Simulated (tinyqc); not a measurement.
Worked calculation: power iteration on a symmetric matrix. Computed by tinyqc, a small Python program that keeps every step. Settings: method = power, shift = 0.21. Command: `OMP_NUM_THREADS=1 python tinyqc.py 30288 30289 out.jsonl` (the two numbers bound the seeds that draw the settings). One thread of a shared host (Intel(R) Xeon(R) Processor @ 2.60GHz), about 0.01 s of CPU time with the checks.

## Step 1

A, lower triangle:
```
           1          2          3         4         5
1   0.365000
2   0.028000   0.456000
3  -0.087000   0.032000   0.593000
4   0.032000   0.190000  -0.139000  0.717000
5  -0.493000  -0.469000  -0.423000  0.242000  1.583000
```

vector v at the start: 0.447214  0.447214  0.447214  0.447214  0.447214

shift = 0.210000

w = (A - shift) v; v' = w/|w| with its largest component positive (the first on a tie); lambda = v'^T A v'.

vector after step 1: -0.377710  0.027940  -0.242148  0.860971  0.238009

Rayleigh quotient after step 1 = 0.968054

## Step 2

As before.

vector after step 2: -0.124974  0.040024  -0.276007  0.514774  0.801004

Rayleigh quotient after step 2 = 1.748729

## Step 3

As before.

vector after step 3: -0.229637  -0.172754  -0.310531  0.306136  0.852803

Rayleigh quotient after step 3 = 1.985274

## Course of the iteration

Stop when the residual |A v - lambda v| is below 1e-9.

Steps:
```
step      lambda  residual
1     0.96805357  6.71e-01
2     1.74872939  5.16e-01
3     1.98527365  2.15e-01
4     2.02067047  7.88e-02
5     2.02533188  2.84e-02
6     2.02593842  1.03e-02
7     2.02601734  3.70e-03
8     2.02602761  1.34e-03
9     2.02602895  4.82e-04
10    2.02602912  1.74e-04
11    2.02602914  6.28e-05
12    2.02602915  2.26e-05
13    2.02602915  8.17e-06
14    2.02602915  2.95e-06
15    2.02602915  1.06e-06
16    2.02602915  3.84e-07
17    2.02602915  1.38e-07
18    2.02602915  5.00e-08
19    2.02602915  1.80e-08
20    2.02602915  6.51e-09
21    2.02602915  2.35e-09
22    2.02602915  8.47e-10
```

all eigenvalues, for comparison: -0.024414  0.295977  0.551139  0.865270  2.026029

Converged in 22 steps.
